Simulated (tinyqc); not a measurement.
Grain growth, pinning, strength and diffusional creep of a polycrystal or thin film: one step, computed by the program tinyqc. Command: `OMP_NUM_THREADS=1 python tinyqc.py 3022975 3022976 out.jsonl grain walk`. One thread of a shared host (Intel(R) Xeon(R) Processor @ 2.30GHz), about 0.01 s of CPU time with the checks.

One mean grain size d describes the structure.

Question. Mobility and the sizes at which growth stops. M = M0 exp(-Q_m/(k_B T)). The driving pressure is 2 gamma/d. Zener pinning pressure 3 f gamma/(2 r) stops growth at d_Z = 4 r/(3 f). Grooves where boundaries meet the surface have the angle theta = arcsin(gamma/(2 gamma_s)) and are taken to stop growth at d_h = h/(2 theta), a few film thicknesses; the limit is 1/d_lim = 1/d_Z + 1/d_h.

Inputs (values chosen for the exercise, modelled on tungsten):

| quantity | value | unit |
|---|---|---|
| boundary energy gamma | 0.99 | J/m^2 |
| mobility prefactor M0 | 5e-06 | m^4/(J s) |
| activation energy of boundary motion Q_m | 4.73 | eV |
| anneal temperature T | 2414 | K |
| particle volume fraction f | 0.0044 | - |
| particle radius r | 3.6 | nm |
| film thickness h | 65 | nm |
| surface energy gamma_s | 3.7 | J/m^2 |

Sample: thin film on a substrate.

Constants: k_B = 8.617333262e-05 eV/K.

Give: mobility M; Zener size d_Z; groove angle theta; groove limit d_h; limit d_lim.

Answer.

mobility M = 6.668e-16 m^4/(J s)

Zener size d_Z = 1091 nm

groove angle theta = 0.1342 rad

groove limit d_h = 242.2 nm

limit d_lim = 198.2 nm

The grooves set the tighter limit.
